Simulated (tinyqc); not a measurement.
G0W0 on RHF in the sto-3g basis, for H3+, spin multiplicity 1, step by step. One step of it, computed by the program tinyqc.

Problem. G0W0 on Hartree-Fock: HOMO. W(p,q,m) = sqrt2 sum_ia (pq|ia) (X+Y)_ia,m; Sigma_c(x) = sum_(i,m) W^2/(x - e_i + w_m) + sum_(a,m) W^2/(x - e_a - w_m); solve x = e_p + Sigma_c(x) by Newton steps; Z = 1/(1 - dSigma/dx); 1 hartree = 27.211386 eV.

orbital energies (hartree): MO1 -1.036991, MO2 -0.110149, MO3 -0.109919

Two-electron integrals over orbitals (pq|rs), unique and non-zero (hartree):
```
p,q,r,s,(pq|rs)
1,1,1,1,0.556076
2,1,2,1,0.145334
2,2,1,1,0.543468
2,2,2,2,0.632661
3,1,1,1,0.000037
3,1,2,2,-0.100672
3,1,3,1,0.145338
3,2,2,1,-0.100704
3,2,3,2,0.079381
3,3,1,1,0.543512
3,3,2,2,0.473994
3,3,3,1,0.100686
3,3,3,3,0.632677
```

excitation energies w (hartree): 1.182304  1.182547

X + Y:
```
,1,2
1>2,0.885397,0.000000
1>3,0.000000,0.885417
```

Give: The 12 largest terms at x = e_p; Newton steps; quasiparticle energy of the HOMO; Hartree-Fock value.

Solution.

The 12 largest terms at x = e_p (hartree; W for the signs of X + Y given):
```
q,m,W,term
2,1,0.1820,-0.0157
3,2,0.1820,-0.0157
1,2,4.62e-05,1.80e-09
```

Newton steps (hartree):
```
step,x,Sigma_c(x),Z
0,-1.0370,-0.0314,0.9853
1,-1.0679,-0.0309,0.9857
2,-1.0679,-0.0309,0.9857
```

quasiparticle energy of the HOMO = -29.0601 eV

Hartree-Fock value = -28.2180 eV
